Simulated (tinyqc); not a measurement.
Gupta-type many-body potential for a metal: one step, computed by the program tinyqc.

E_i = sum_j A exp(-p (r_ij/r0 - 1)) - xi rho_i^gamma, with rho_i = sum_j exp(-2 q (r_ij/r0 - 1)); gamma = 1/2 is the tight-binding second-moment form. The crystal is fcc unless stated; d is the neighbour distance and a fixed number of shells is kept.

Task: Equilibrium of the fcc crystal. fcc shells: d sqrt(k), k = 1..5, with 12, 6, 24, 12, 24 atoms; Omega = d^3/sqrt2. Equilibrium: dE/dd = 0; B = d^2 E''(d)/(9 Omega).

Inputs (values chosen for the exercise, for a model metal):

| quantity | value | unit |
|---|---|---|
| repulsion A | 0.197 | eV |
| hopping xi | 1.17 | eV |
| decay p | 10.4 | - |
| decay q | 4.06 | - |
| reference distance r0 | 2.884 | angstrom |
| shells kept | 1 | - |
| embedding exponent gamma | 0.6 | - |

Constants: 1 eV/angstrom^3 = 160.2176634 GPa.

Give: neighbour distance d; lattice constant; cohesive energy E_c; bulk modulus B.

Result:

neighbour distance d = 2.8687 angstrom

lattice constant = 4.0570 angstrom

cohesive energy E_c = 2.8343 eV

bulk modulus B = 151.53 GPa
